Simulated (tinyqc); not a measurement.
Deep-level transient spectroscopy: the DLTS spectrum.

Schottky contact on an n-type layer with shallow donors Nd (all ionised) and a donor-like deep trap, neutral when filled and positive when empty; depletion approximation. Traps within lam of the depletion edge stay filled. A long pulse to Vp fills the traps beyond x1 = Wp - lam; back at Vr those between x1 and x2 = Wr - lam emit. A rate window reads S = C(t2) - C(t1).

Emission rate en = sn vth(T) Nc(T) exp(-Et/kB T) = sn g T^2 exp(-Et/kB T), g = vth Nc/(300 K)^2, as vth goes as T^0.5 and Nc as T^1.5 (degeneracy factor 1). lam = sqrt(2 eps0 eps_r (EF - ET)/(q Nd)), EF - ET = Et - (kB T/q) ln(Nc(T)/Nd), Nc(T) = Nc (T/300 K)^1.5. In the steady state at the band bending V, 2 eps0 eps_r V/q = Nd W^2 + Nt (W - lam)^2 (the second term only if W > lam). W(t)^2 = Wr^2 + (Nt/Nd)(x2^2 - x1^2) exp(-en t), C = eps0 eps_r/W; for small Nt, dC/C = -(Nt/2 Nd) G exp(-en t) with G = (x2^2 - x1^2)/Wr^2. For an exponential transient S peaks where en = ew = ln(t2/t1)/(t2 - t1).

Parameters, values chosen for the exercise; material values close to those of silicon: relative permittivity eps_r = 11.7; conduction-band density of states at 300 K Nc = 2.82e19 cm^-3; thermal velocity at 300 K vth = 2.3e7 cm/s; shallow donor density Nd = 6.5e14 cm^-3; built-in voltage Vbi = 0.69 V; depth of the trap below the conduction edge Et = 0.13 eV; capture cross-section sn = 1.2e-15 cm^2; trap density Nt = 2e12 cm^-3; reverse bias Vr = 6.6 V; reverse bias during the filling pulse Vp = 0.4 V; first sampling time t1 = 0.1 ms; second sampling time t2 = 0.5 ms.

Constants: q = 1.602176634e-19 C, kB = 1.380649e-23 J/K, eps0 = 8.8541878128e-14 F/cm where lengths are in cm. Results are converted to the units shown.

The DLTS spectrum:
```
T (K),en (1/s),S (pF/cm^2)
76,119.6,0.1402
79,274.7,0.3084
82,595.2,0.6101
85,1224,1.051
88,2403,1.495
91,4522,1.645
94,8190,1.317
97,1.433e4,0.7412
100,2.428e4,0.2759
103,3.997e4,0.05769
106,6.407e4,0.005199
109,1.002e5,1.403e-4
```

What does the table show?

S goes from 0.140 through a maximum of 1.64 (at T = 91 K among the rows listed) to 1.40e-4 pF/cm^2; en equals ew = 4020 1/s at 90.43 K. Colder, the trap has hardly emitted by t2; warmer, it is empty before t1. Rows above half of the largest S span 85 to 94 K. In every row T is below 110 K, where shallow donors begin to freeze out; the model keeps them ionised.

Computed by the program tinyqc: `OMP_NUM_THREADS=1 python tinyqc.py 2050051 2050052 out.jsonl`, one thread of a shared Intel Xeon 2.30GHz, about 0.01 s for the whole run.
